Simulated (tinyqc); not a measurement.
Bandgap voltage reference from two bipolar transistors: two steps of the calculation.

Two transistors of area 1 and N carry the same current I. Is(T) = Is (T/T0)^eta exp[(Vg0 q/kB)(1/T0 - 1/T)], VBE1 = Vt ln(I/Is(T)) + I rb, VBE2 = Vt ln(I/(N Is(T))) + I rb/N. The amplifier forces I R1(T) = VBE1 - VBE2 + Vos, with R(T) = R (1 + tc (T - T0)) for both resistors, and the output is Vref = VBE1 + I R2(T). Base currents and the Early effect are neglected.

Parameters, values chosen for the exercise; values of the order met in silicon bipolar transistors: reference temperature T0 = 300 K; band-gap voltage extrapolated to 0 K Vg0 = 1.141 V; temperature exponent of the saturation current eta = 3.4; saturation current of the unit transistor at T0 Is = 5e-16 A; area ratio of the second transistor N = 24; resistor across which the difference of VBE falls, at T0 R1 = 14 kohm; temperature coefficient of both resistors tc = -600 ppm/K; offset of the amplifier Vos = 0 mV; series resistance of the unit transistor rb = 0 ohm; output resistor at T0 R2 = 99.01 kohm; temperature T = 398 K.

Constants: q = 1.602176634e-19 C, kB = 1.380649e-23 J/K. Results are converted to the units shown.

Task 1. Operating point at the reference temperature. Vt = kB T/q; I = (Vt ln N + Vos)/(R1(T) - rb (1 - 1/N)). Evaluate at T = T0.

Give: Vt; I; Is(T); VBE1; I R2; Vref.

Result 1.

Vt = 0.02585 V
I = 5.869 uA
Is(T) = 5.000e-16 A
VBE1 = 0.5994 V
I R2 = 0.5810 V
Vref = 1.180 V

Task 2. Operating point at another temperature. 

Give: Vt; I; Is(T); VBE1; I R2; Vref.

Result 2.

Vt = 0.03430 V
I = 8.272 uA
Is(T) = 6.857e-11 A
VBE1 = 0.4013 V
I R2 = 0.7708 V
Vref = 1.172 V

From T0 to T, VBE1 changes by -198 mV and I R2 by 190 mV, which leaves -8.30 mV in Vref.

tinyqc, about 0.02 s, one thread, Intel Xeon 2.30GHz (shared host): `OMP_NUM_THREADS=1 python tinyqc.py 2062154 2062155 out.jsonl`
